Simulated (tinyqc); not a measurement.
Hot electrons in a saturated n-channel MOSFET, lucky-electron model: one step of the calculation.

Beyond pinch-off the lateral field grows as Esat cosh(y/l) over the velocity-saturated region (pseudo-two-dimensional model). Impact ionisation in this region gives the substrate current, which biases the body forward through Rsub. Currents are per width. Local-field laws: they overstate ionisation when the field peak is narrower than an energy relaxation length.

Problem. Length and field scales. Cox = 3.9 eps0/tox, l = sqrt(3 tox xj), Esat = 2 vs/mu.

Parameters, values chosen for the exercise; values close to those of silicon n-channel devices:
- L = 0.8 um (channel length)
- tox = 18 nm (oxide thickness)
- xj = 220 nm (junction depth)
- mu = 300 cm^2/(V s) (effective mobility)
- vs = 8.9e6 cm/s (saturation velocity)

Constants: eps0 = 8.8541878128e-14 F/cm where lengths are in cm. Results are converted to the units shown.

Find: Cox; l; Esat; Esat L.

Solution.

Cox = 0.19184 uF/cm^2
l = 109.00 nm
Esat = 0.059333 MV/cm
Esat L = 4.7467 V

Numbers from tinyqc (`OMP_NUM_THREADS=1 python tinyqc.py 2550111 2550112 out.jsonl`; about 0.01 s on one thread of a shared Intel Xeon 2.30GHz).
